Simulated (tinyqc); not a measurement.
# Front-illuminated p-i-n photodiode, quantum efficiency and bandwidth: two studies

Light enters through a p layer (0 to xp), a depleted layer (xp to xp + wi) and a thick n substrate, decaying as exp(-al x); one pass, no back reflection. Carriers made in the depleted layer are all collected; those in the neutral layers diffuse.

Parameters, values chosen for the exercise; values close to those of silicon at this wavelength:

| symbol | value | unit | meaning |
|---|---|---|---|
| lam | 850 | nm | wavelength |
| al | 521 | 1/cm | absorption coefficient |
| Rf | 0.05 |  | reflectance of the front face |
| eps_r | 11.4 |  | relative permittivity |
| xp | 0.7 | um | thickness of the front p layer |
| wi | 56 | um | thickness of the depleted layer |
| Dn | 14 | cm^2/s | electron diffusion coefficient in the p layer |
| Ln | 2.9 | um | electron diffusion length in the p layer |
| S | 6e5 | cm/s | recombination velocity of the front surface |
| Lp | 0.69 | um | hole diffusion length in the thick n substrate |
| ve | 9.95e6 | cm/s | electron drift velocity |
| vh | 6.67e6 | cm/s | hole drift velocity |
| dia | 400 | um | diameter |
| RL | 50 | ohm | load resistance |
| Cp | 60 | fF | parasitic capacitance |

Constants: q = 1.602176634e-19 C, h = 6.62607015e-34 J s, c = 299792458 m/s, eps0 = 8.8541878128e-14 F/cm where lengths are in cm. Results are converted to the units shown.

Each table varies one quantity; the others keep the values above.

## Efficiency and bandwidth against the thickness of the depleted layer

k = al Ln, s = S Ln/Dn, e = exp(-al xp); front layer f1 = (k/(k^2 - 1)) {[s + k - e (s cosh(xp/Ln) + sinh(xp/Ln))]/[s sinh(xp/Ln) + cosh(xp/Ln)] - k e}; depleted layer f2 = e (1 - exp(-al wi)); substrate f3 = e exp(-al wi) al Lp/(1 + al Lp); external efficiency (1 - Rf)(f1 + f2 + f3); responsivity = efficiency q lam/(h c). Drift response for pairs made in the depleted layer, a = al wi, g = 1 - exp(-a), u = 2 pi i f, te = wi/ve, th = wi/vh: electrons He = [g - a (exp(-a) - exp(-u te))/(u te - a)]/(u te g), holes Hh = [g - a (1 - exp(-a - u th))/(a + u th)]/(u th g); C = eps0 eps_r pi (dia/2)^2/wi + Cp; total |He + Hh|/sqrt(1 + (2 pi f RL C)^2), for the current of the depleted layer alone. Limits are the frequencies at which each factor falls to 1/sqrt(2); inverse-square sum (f_transit^-2 + f_RC^-2)^(-1/2); the diffusion currents f1 and f3 are left out of the bandwidth.

Efficiency and bandwidth against the thickness of the depleted layer:
columns A: wi (um); B: f2; C: f1 + f3; D: responsivity (A/W); E: transit limit (GHz); F: RC limit (GHz); G: 3 dB bandwidth (GHz); H: inverse-square sum (GHz); I: bandwidth x (1 - Rf) f2 (GHz)
```
A         B        C       D        E      F        G        H        I
7    0.2947  0.04536  0.2214    6.274  1.700    1.621    1.641   0.4536
12   0.4482  0.04003  0.3180    3.725  2.850    2.166    2.263   0.9222
20   0.6241  0.03393  0.4286    2.292  4.585    1.984    2.050    1.176
33   0.7914  0.02812  0.5338    1.435  7.163    1.396    1.407    1.049
56   0.9121  0.02394  0.6096   0.8720  11.11   0.8683   0.8694   0.7523
94   0.9570  0.02238  0.6379   0.5196  16.33   0.5192   0.5193   0.4721
160  0.9640  0.02214  0.6422   0.2945  22.85   0.2945   0.2945   0.2697
270  0.9642  0.02213  0.6424   0.1684  29.75   0.1684   0.1684   0.1543
450  0.9642  0.02213  0.6424  0.09919  36.09  0.09919  0.09919  0.09086
```

What does the table show?

As wi goes from 7 to 450, the responsivity rises from 0.221 to 0.642 A/W and the bandwidth goes from 1.62 through a maximum of 2.17 (at wi = 12 among the rows listed) to 0.0992 GHz. The RC limit is the lower one for wi = 7, 12, the transit limit elsewhere. Adding inverse squares of the two limits is within 4.5 % of the full result. The product of bandwidth and fast efficiency goes from 0.454 through a maximum of 1.18 (at wi = 20 among the rows listed) to 0.0909 GHz.

## Efficiency and bandwidth against the absorption coefficient

Same model as above.

lam is held fixed while al varies.

The same in every row: RC limit (GHz) = 11.11.

Efficiency and bandwidth against the absorption coefficient:
columns A: al (1/cm); B: f2; C: f1 + f3; D: responsivity (A/W); E: transit limit (GHz); F: 3 dB bandwidth (GHz); G: inverse-square sum (GHz); H: bandwidth x (1 - Rf) f2 (GHz)
```
A              B         C       D       E       F       G          H
30        0.1543  0.003043  0.1025  0.7733  0.7706  0.7715     0.1130
90        0.3934  0.007597  0.2612  0.7918  0.7888  0.7898     0.2948
300       0.7967   0.01656  0.5297  0.8444  0.8409  0.8420     0.6365
900       0.9329   0.03798  0.6323  0.8711  0.8675  0.8685     0.7688
3000      0.8106    0.1150  0.6028  0.8055  0.8027  0.8034     0.6181
9000      0.5326    0.2715  0.5237  0.7893  0.7867  0.7873     0.3980
30000     0.1225    0.4365  0.3640  0.7872  0.7846  0.7853    0.09128
90000   0.001836    0.3622  0.2371  0.7870  0.7844  0.7851   0.001368
3e5    7.583e-10    0.2816  0.1834  0.7870  0.7844  0.7851  5.650e-10
```

Read the table: what changes, and by how much?

As al goes from 30 to 3e5, the responsivity goes from 0.102 through a maximum of 0.632 (at al = 900 among the rows listed) to 0.183 A/W and the bandwidth goes from 0.771 through a maximum of 0.867 (at al = 900 among the rows listed) to 0.784 GHz. The transit limit is the lower one in every row. Adding inverse squares of the two limits is within 0.13 % of the full result. Strong absorption puts the pairs into the front layer, where they must diffuse against surface loss; weak absorption lets light pass beyond a diffusion length of the junction. For al = 9000, 30000, 90000, 3e5 the diffusion currents exceed 0.3 of the drift current; their own response times, left out, may then shape the whole response.

tinyqc, about 0.01 s, one thread, Intel Xeon 2.30GHz (shared host): `OMP_NUM_THREADS=1 python tinyqc.py 2250123 2250124 out.jsonl`
